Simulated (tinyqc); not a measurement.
Inside a calculation. Model: MOSFET in saturation, small-signal circuit and noise.

Program tinyqc, `OMP_NUM_THREADS=1 python tinyqc.py 2150036 2150037 out.jsonl`; Intel Xeon 2.30GHz, shared host, one thread, about 0.01 s. Printed values are rounded.

Bias by the inversion coefficient IC = I/Ispec (charge-based model with velocity saturation; weak inversion below 0.1, strong above 10). Common-source circuit: gm, gds, Cgs, Cgd and Cj at the inner nodes, Rg in series with the gate; quasi-static, no source or drain resistance, no gate-body capacitance, no substrate network, no induced gate noise, so fmax is an upper estimate.

Inputs (values chosen for the exercise): temperature T = 273 K; gate length L = 180 nm; total gate width W = 5 um; gate capacitance Cox = 0.96 uF/cm^2; mobility mu = 410 cm^2/(V s); slope factor n = 1.3; velocity-saturation length Ls = 10 nm; ratio gds/gm sg = 0.021; overlap and fringe capacitance per side Cov = 0.24 fF/um; drain junction capacitance Cj = 0.77 fF/um; sheet resistance of the gate Rsh = 5 ohm; finger width Wf = 0.5 um; gate contact and vertical resistance Rc = 100 ohm um; inversion coefficient IC = 11; short-channel excess of the noise factor gw = 0.04; oxide trap density Nt = 6.6e17 cm^-3 eV^-1; tunnelling length into the oxide lt = 0.1 nm; Coulomb scattering coefficient ac = 1000 V s/C; signal frequency f = 6 GHz.

Constants: q = 1.602176634e-19 C, kB = 1.380649e-23 J/K, Vt = kB T/q. Results are converted to the units shown.

Range of the model: fmax exceeds 4 fT, where channel resistance and substrate losses, left out here, would cap it.

## Current, transconductance and gain

Ispec = 2 n mu Cox (W/L) Vt^2, lc = Ls/L, gms = [sqrt((lc IC + 1)^2 + 4 IC) - 1]/[2 + lc (lc IC + 1)], gm = gms Ispec/(n Vt), gds = sg gm.

Ispec = 15.7325 uA
I = 173.057 uA
gms = 2.78827
gm = 1.43434 mS
gds = 0.0301212 mS
gm/I = 8.28825 1/V

gm/I is 25.3 % of its weak-inversion limit 1/(n Vt); without velocity saturation (lc = 0) gms would be 2.85.

## Capacitances, gate resistance and cut-off frequencies

qs = [sqrt(1 + 4 IC) - 1]/2, Cgs = Cox W L qs (2 qs + 3)/(3 (qs + 1)^2) + Cov W, Cgd = Cov W, Cd = Cj W, Rg = Rsh (Wf/L)/(12 Nf) + Rc/W with Nf = W/Wf fingers (not rounded) contacted at both ends. fT = gm/(2 pi (Cgs + Cgd)), fmax = fT/(2 sqrt(Rg (gds + 2 pi fT Cgd))).

Cgs = 6.01886 fF
Cgd = 1.2 fF
Cd = 3.85 fF
Rg = 20.1157 ohm
fT = 31.6231 GHz
fmax = 215.125 GHz

Overlap and fringe make up 33.2 % of the gate capacitance; fmax is 6.80 times fT.

## Admittance matrix

Inner admittances at w = 2 pi f: y11 = i w (Cgs + Cgd), y12 = -i w Cgd, y21 = gm - i w Cgd, y22 = gds + i w (Cgd + Cd). Invert to Z, add Rg to Z11 and invert back to Y.

inner y (mS):
```
                  1                 2
1  0.00000+0.27214i  0.00000-0.04524i
2  1.43434-0.04524i  0.03012+0.19038i
```

Y with Rg (mS):
```
                  1                  2
1  0.00149+0.27214i  -0.00025-0.04524i
2  1.43405-0.05309i   0.03017+0.19169i
```

## Current gain and unilateral power gain

|h21| = |Y21/Y11|; U = |Y21 - Y12|^2/(4 [Re Y11 Re Y22 - Re Y12 Re Y21]). Extrapolated at 20 dB a decade: f |h21| and f sqrt(U).

|h21| = 5.27313
U = 1285.52
f |h21| = 31.6388 GHz
f sqrt(U) = 215.125 GHz

f |h21| is 0.050 % above the formula for fT, and f sqrt(U) within 0.01 % of that for fmax.

## Noise at the gate

Channel noise Sid = 4 kB T gam n gm with gam = (1/2 + (2/3) qs)/(1 + qs) + gw lc IC, qs = [sqrt(1 + 4 IC) - 1]/2, lc = Ls/L (the last term an empirical rise with velocity saturation); at the gate, white noise Sw = Sid/gm^2 + 4 kB T Rg. Number fluctuation with correlated mobility: S(f) = K/f, K = q^2 Vt lt Nt/(W L Cox^2) (1 + ac mu Cox I/gm)^2, Vt in eV with Nt per eV. Corner fc = K/Sw. Full shot noise would be 2 q I.

gam = 0.647867
Sid = 1.82133e-23 A^2/Hz
Sid/(2 q I) = 0.328441
sqrt(Sw) = 3.02591 nV/Hz^0.5
K = 5.27247e-10 V^2
fc = 57.5841 MHz

The gate resistance gives 3.3 % of the white noise power.
